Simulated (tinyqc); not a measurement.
# Worked calculation: read current of a NAND string, cells in series solved by shooting

Computed by the program tinyqc: `OMP_NUM_THREADS=1 python tinyqc.py 2142119 2142120 out.jsonl`, one thread of a shared Intel Xeon 2.30GHz, about 0.5 s for the whole run. Printed values are rounded.

Cells in series, numbered from 0 at the source line (0 V) to the bit line, each followed by a gap resistance Rg. A cell with gate Vg, threshold VT, source Vs and drain Vd passes I = 2 nf K Vt^2 [F(Vs) - F(Vd)]/(1 + th max(Vg - VT, 0)), F(V) = ln^2(1 + exp((Vg - VT - nf V)/(2 nf Vt))). The selected cell has Vg = Vr, the others Vg = Vp.

Values chosen for this exercise; values of the order met in vertical NAND strings: temperature T = 300 K; gain factor of a cell K = 4.9 uA/V^2; slope factor nf = 1.7; mobility reduction factor th = 0.14 1/V; resistance of the gap between cells Rg = 9.2 kohm; bit-line voltage Vbl = 0.3 V; pass voltage Vp = 5.8 V; read voltage on the selected word line Vr = 3.94 V.

Constants: q = 1.602176634e-19 C, kB = 1.380649e-23 J/K, Vt = kB T/q. Results are converted to the units shown.

## Step 1: node voltages for a trial current

first trial current = 0.3 uA
thresholds from the source end, cell 0 to 3 (V): 3.9  3.9  2.5  -2.4

For a trial current I start at 0 V and, cell by cell (the selected one is cell 2), solve for the drain: sqrt(F(Vd)) = sqrt(F(Vs) - I/k), k = 2 nf K Vt^2/(1 + th max(Vg - VT, 0)), Vd = [Vg - VT - 2 nf Vt ln(exp(sqrt F) - 1)]/nf, then add I Rg.

node voltage after each cell and gap, trial 1, cell 0 to 3 (V): 0.0443278  0.0904431  0.152741  0.172093

## Step 2: node voltages for a trial current

second trial current = 0.43 uA

As before.

node voltage after each cell and gap, trial 2, cell 0 to 3 (V): 0.0640439  0.131969  0.228681  0.256833

## Course of the secant iteration

Secant steps on the end voltage less Vbl, from the two trials; a trial above the saturation current of a cell has no solution and is moved halfway to the previous trial. Stop below 1e-9 V.

Course of the iteration:
```
iteration	I (uA)	end voltage - Vbl (V)	halvings
1	0.496223	3.42e-3	0
2	0.491364	-9.34e-5	0
3	0.491493	-2.04e-7	0
4	0.491493	1.21e-11	0
```

Converged in 4 iterations to I = 0.49149 uA. The selected cell takes 37.0 % of the bit-line voltage and the gaps together 6.03 %.
